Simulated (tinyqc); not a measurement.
MOSFET in the linear regime without short-channel effects, parameter extraction from computed curves: two steps of the calculation.

Inversion charge Q = Cox n Vt W0(exp((Vg - VT)/(n Vt))), W0 the Lambert function and n = nf; u = Q/Cox; mobility mu = mu0/(1 + th1 u + th2 u^2); channel resistance Rch = (L - dL)/(W mu Q); Id = Vd/(Rch + Rsd/W). Cox = eps0 eox/tox. Small Vd, no channel-length or drain effects.

Inputs (values chosen for the exercise); channel values of the order met in silicon transistors: relative permittivity of the gate insulator (close to silicon dioxide) eox = 3.9; insulator thickness tox = 4.9 nm; low-field mobility mu0 = 240 cm^2/(V s); second mobility attenuation factor th2 = 0.18 1/V^2; threshold voltage VT = 0.61 V; gate width W = 1 um; drawn gate length L = 0.39 um; drawn less effective length dL = 0.003 um; drain voltage Vd = 0.025 V.

Constants: eps0 = 8.8541878128e-14 F/cm where lengths are in cm. Results are converted to the units shown.

Problem 1. Threshold and mobility at the peak transconductance. gm_i = (Id_(i+1) - Id_(i-1))/(Vg_(i+1) - Vg_(i-1)); at the point j of largest gm the tangent meets the axis at V_ext = Vg_j - Id_j/gm_j; field-effect mobility gm_j L/(W Cox Vd) with the drawn L.

```
point  Vg (V)       Id (uA)
0        0.37  1.9618044e-4
1        0.49  0.0080984459
2        0.61    0.19651406
3        0.73    0.91000545
4        0.85     1.8029484
5        0.97     2.6658153
6        1.09     3.4479369
7        1.21     4.1389032
8        1.33     4.7407233
9        1.45     5.2597948
```

Find: gm; j; V_ext; field-effect mobility.

Solution 1.

gm, point 1 to 8 (uS): 0.81799  3.7579  6.6935  7.3159  6.8541  6.1379  5.3866  4.6704
j = 4
V_ext = 0.60356 V
field-effect mobility = 161.95 cm^2/(V s)

V_ext is 6.4 mV below the model VT, and the mobility so found is 33 % below mu0 L/(L - dL) = 242 cm^2/(V s), the value for the drawn L; attenuation, series resistance and the slow approach of Q to a straight line all lower the peak gm.

Problem 2. The Y function. Y_i = Id_i/sqrt(gm_i). For Id = beta Vd x/(1 + th x), x = Vg - VT, Y = sqrt(beta Vd) x whatever th. Slope s from points 5 and 8; VT_Y = Vg - Y/s at point 8; beta = s^2/Vd; mobility beta L/(W Cox) with the drawn L; th* = (beta Vd x/Id - 1)/x at point 8.

```
point  Vg (V)       Id (uA)
0        0.37  1.9618044e-4
1        0.49  0.0080984459
2        0.61    0.19651406
3        0.73    0.91000545
4        0.85     1.8029484
5        0.97     2.6658153
6        1.09     3.4479369
7        1.21     4.1389032
8        1.33     4.7407233
9        1.45     5.2597948
```

gm, point 1 to 8 (uS): 0.81799115  3.7579458  6.6934764  7.3158744  6.8541186  6.1378664  5.3866100  4.6703813

Give: Y; s; VT_Y; beta; mobility from Y; th*.

Solution 2.

Y, point 1 to 8 (uA^0.5 V^0.5): 0.0089542  0.10137  0.35174  0.66658  1.0182  1.3917  1.7833  2.1937
s = 3.2650 uA^0.5 V^-0.5
VT_Y = 0.65813 V
beta = 426.41 uA/V^2
mobility from Y = 235.98 cm^2/(V s)
th* = 0.76028 1/V

The mobility from Y is 2.4 % below mu0 L/(L - dL) = 242 cm^2/(V s), which it should reach in deep inversion when th2 = 0.

tinyqc, about 0.01 s, one thread, Intel Xeon 2.30GHz (shared host): `OMP_NUM_THREADS=1 python tinyqc.py 2210095 2210096 out.jsonl`
